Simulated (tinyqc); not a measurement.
Bound state in one dimension: Numerov shooting, finite differences, DVR, step by step. Computed by tinyqc, a small Python program that keeps every step. Settings: points = 48. Command: `OMP_NUM_THREADS=1 python tinyqc.py 20331 20332 out.jsonl` (the two numbers bound the seeds that draw the settings). One thread of a shared host (Intel(R) Xeon(R) Processor @ 2.60GHz), about 0.01 s of CPU time with the checks.

## Numerov steps at E = 0.1

One particle of mass 1 in V = 1.03 (x^2 - 1.76^2)^2 / 1.76^4 (atomic units), psi = 0 at both ends:
```
parameter                 value
left end              -3.400000
right end              3.400000
intervals                    48
h                      0.141667
state sought (nodes)          3
```

k_i = 2 m (E - V_i); (1 + h^2 k_(i+1)/12) y_(i+1) = 2 (1 - 5 h^2 k_i/12) y_i - (1 + h^2 k_(i-1)/12) y_(i-1), from y_0 = 0, y_1 = 0.001.

Points along the way:
```
i           x         V           k         y
0   -3.400000  7.687297  -15.174594  0.000000
1   -3.258333  6.069074  -11.938148  0.001000
2   -3.116667  4.698714   -9.197428  0.002234
3   -2.975000  3.552868   -6.905736  0.003876
4   -2.833333  2.609226   -5.018452  0.006052
5   -2.691667  1.846515   -3.493031  0.008831
16  -1.133333  0.352904   -0.505808  0.057624
17  -0.991667  0.479819   -0.759638  0.062983
18  -0.850000  0.605550   -1.011101  0.069308
19  -0.708333  0.723353   -1.246706  0.077046
20  -0.566667  0.827520   -1.455040  0.086719
21  -0.425000  0.913381   -1.626762  0.098931
```

## Bisection on the node count

With more sign changes than the state has nodes (the last point included) the energy is too high, else too low; the bracket starts as 0.1 to 12.

Trials:
```
trial           E  sign changes  y at the right end   next
1      6.05000000             6            4.16e-03  lower
2      3.07500000             4            1.72e-02  lower
3      1.58750000             2            3.49e-02  raise
4      2.33125000             3           -2.12e-02  raise
5      2.70312500             4            6.02e-03  lower
6      2.51718750             3           -7.05e-03  raise
7      2.61015625             3           -9.18e-05  raise
8      2.65664063             4            3.09e-03  lower
9      2.63339844             4            1.53e-03  lower
10     2.62177734             4            7.27e-04  lower
11     2.61596680             4            3.19e-04  lower
12     2.61306152             4            1.14e-04  lower
13     2.61160889             4            1.12e-05  lower
14     2.61088257             3           -4.03e-05  raise
...           ...           ...                 ...    ...
29     2.61145038             4            1.50e-09  lower
30     2.61145037             4            7.18e-10  lower
31     2.61145036             4            3.25e-10  lower
```

eigenvalue = 2.61145036 hartree

## The same grid by other methods

Three-point finite differences and the sine-DVR kinetic matrix of Colbert and Miller on the same points.

Lowest levels (hartree):
```
state  finite differences       DVR
0                0.632275  0.633004
1                0.810835  0.812301
2                1.736438  1.740959
3                2.598403  2.611524
4                3.698817  3.727644
5                4.955236  5.010853
```
